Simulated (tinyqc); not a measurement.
What moves the results: interband optics of a two-band s-p chain from momentum matrix elements. A value that a table varies takes the place of the one given here.

H(k) = [[Es - 2 ts cos ka, 2i V sin ka], [-2i V sin ka, Ep_ + 2 tp cos ka]] in the basis s, p; the lower band is full, with two electrons a cell. The velocity operator times hbar is W = dH/dk (eV angstrom); intra-atomic dipoles are left out.

With w(k) = |<c|W|v>|^2 and D(k) = Ec - Ev, on the mesh k_j = (j + 1/2)/N (2 pi/a): eps(E) = 1 + (8 pi e2/(a Ar)) mean_j (w/D^2) [1/(D - E - i eta) + 1/(D + E + i eta)], e2 = e^2/(4 pi eps0); light polarised along the chains, no local fields.

Constants: e^2/(4 pi eps0) = 14.39964547 eV angstrom; hbar^2/2m0 = 3.80998211 eV angstrom^2.

Parameters, chosen for this exercise:

| symbol | value | unit | meaning |
|---|---|---|---|
| a | 3.31 | angstrom | period |
| Es | 1.99 | eV | upper orbital (s) |
| Ep_ | -3.77 | eV | lower orbital (p) |
| ts | 0.59 | eV | s-s hopping |
| tp | 0.41 | eV | p-p hopping |
| V | 0.6 | eV | s-p hopping |
| Ar | 12.9 | angstrom^2 | cross-section per chain |
| eta | 0.15 | eV | Lorentzian half width |
| E | 5.62 | eV | photon energy |

## Joint density of states against eps2

Mesh of 2000 points. J(E) = mean of (eta/pi)/((E - D)^2 + eta^2). The fourth column is J times the constant (8 pi^2 e2/(a Ar)) mean(w/D^2). R = |(sqrt(eps) - 1)/(sqrt(eps) + 1)|^2.

Spectrum:

| E (eV) | J (1/eV) | eps2 | eps2 with constant element | eps1 | R |
|---|---|---|---|---|---|
| 3.16 | 0.021 | 0.380 | 0.149 | 3.289 | 0.085 |
| 3.63 | 0.118 | 2.774 | 0.826 | 5.256 | 0.189 |
| 4.11 | 0.212 | 3.380 | 1.490 | -0.749 | 0.314 |
| 4.58 | 0.167 | 1.095 | 1.170 | -0.485 | 0.296 |
| 5.05 | 0.154 | 0.363 | 1.083 | 0.158 | 0.140 |
| 5.52 | 0.155 | 0.157 | 1.084 | 0.680 | 0.011 |
| 6.00 | 0.164 | 0.203 | 1.148 | 1.084 | 0.003 |
| 6.47 | 0.183 | 0.419 | 1.285 | 1.378 | 0.014 |
| 6.94 | 0.222 | 0.842 | 1.561 | 1.570 | 0.036 |
| 7.41 | 0.320 | 1.757 | 2.242 | 1.457 | 0.091 |
| 7.89 | 0.187 | 1.198 | 1.314 | -0.982 | 0.411 |
| 8.36 | 0.031 | 0.183 | 0.219 | -0.055 | 0.391 |

Transitions span 3.760 to 7.760 eV. Among the energies listed J peaks at 7.41 eV and eps2 at 4.11 eV. The ratio of eps2 to the constant-element value is 2.27 at 4.11 eV and 0.78 at 7.41 eV: w/D^2 is 1.116 angstrom^2 at the zone centre and 0.262 at the edge.

## Mesh against broadening

eps2 at E for three widths, and eps(0) at eta = 0; the last row is the mesh of 2000 points.

Convergence:

| N | eta = 0.03 eV | eta = 0.1 eV | eta = 0.3 eV | eps(0) |
|---|---|---|---|---|
| 4 | 0.028 | 0.092 | 0.258 | 1.4864 |
| 8 | 0.026 | 0.086 | 0.241 | 1.9161 |
| 16 | 0.033 | 0.108 | 0.283 | 1.9439 |
| 32 | 0.039 | 0.105 | 0.276 | 1.9439 |
| 64 | 0.032 | 0.103 | 0.276 | 1.9439 |
| 128 | 0.034 | 0.103 | 0.276 | 1.9439 |
| 2000 | 0.034 | 0.103 | 0.276 | 1.9439 |

The first N from which eps2 stays within 2 % of the last row is 128 for eta = 0.03, 64 for 0.1 and 32 for 0.3 eV; for eps(0) and 0.1 % it is 16. E lies inside the range of transitions, so as a rule the spacing of D between mesh points must fall below eta (less so where the weight w is small at E).

## Static constant against the gap

Es takes the values listed; mesh of 400 points; the Penn-type estimate is 1 + 8 pi c e2 n_eff/(a Ar Dm^2) with Dm the f-weighted mean of D, f = w/(c D), n_eff = 2 mean(f), c = hbar^2/2m0.

Results:

| Es (eV) | smallest D (eV) | Dm (eV) | n_eff | eps(0) | estimate |
|---|---|---|---|---|---|
| 1.69 | 3.460 | 5.406 | 0.755 | 2.149 | 1.834 |
| 1.99 | 3.760 | 5.709 | 0.716 | 1.944 | 1.709 |
| 2.49 | 4.260 | 6.213 | 0.659 | 1.701 | 1.551 |
| 2.99 | 4.760 | 6.717 | 0.611 | 1.536 | 1.437 |
| 3.99 | 5.760 | 7.723 | 0.532 | 1.336 | 1.288 |
| 4.99 | 6.760 | 8.727 | 0.472 | 1.225 | 1.200 |
| 6.99 | 8.760 | 10.734 | 0.384 | 1.117 | 1.108 |

eps(0) - 1 falls from 1.149 to 0.117, as Dm^-3.34; a fixed n_eff would give the power -2, and n_eff goes from 0.755 to 0.384. The single-gap estimate is low by 27.4 % of eps(0) - 1 in the first row and 7.6 % in the last, since 1/D^2 favours the smallest separations. n_eff need not equal the 2 electrons of the cell: a two-orbital basis with chosen hoppings does not obey the free-electron sum rule.

## What moves the optical response

Mesh of 400 points; n_eff = 2 mean(w/(c D)), c = hbar^2/2m0. Each row changes one parameter from the base and keeps the others.

Results:

| case | smallest D (eV) | largest D (eV) | n_eff | eps(0) |
|---|---|---|---|---|
| base | 3.760 | 7.760 | 0.716 | 1.944 |
| a = 3.476 angstrom | 3.760 | 7.760 | 0.790 | 1.991 |
| Es = 2.29 eV | 4.060 | 8.060 | 0.681 | 1.786 |
| ts = 0.708 eV | 3.524 | 7.996 | 0.727 | 2.048 |
| V = 0.66 eV | 3.760 | 7.760 | 0.855 | 2.119 |
| Ar = 14.19 angstrom^2 | 3.760 | 7.760 | 0.716 | 1.858 |

The largest shifts from the base row, up to three for each result and ties (the steps differ in size, so this ranks the rows, not the parameters). smallest D (eV): Es +0.300, ts -0.236; unchanged at the printed digits by a, V and Ar. largest D (eV): Es +0.300, ts +0.236; unchanged at the printed digits by a, V and Ar. n_eff: V +0.139, a +0.074, Es -0.035; unchanged at the printed digits by Ar. eps(0): V +0.175, Es -0.158, ts +0.104.

Computed by tinyqc, a small Python program: `OMP_NUM_THREADS=1 python tinyqc.py 1682333 1682334 out.jsonl` (the numbers bound the seed that draws the inputs); one thread of a shared host (Intel(R) Xeon(R) Processor @ 2.30GHz), about 0.01 s for the whole set of steps.
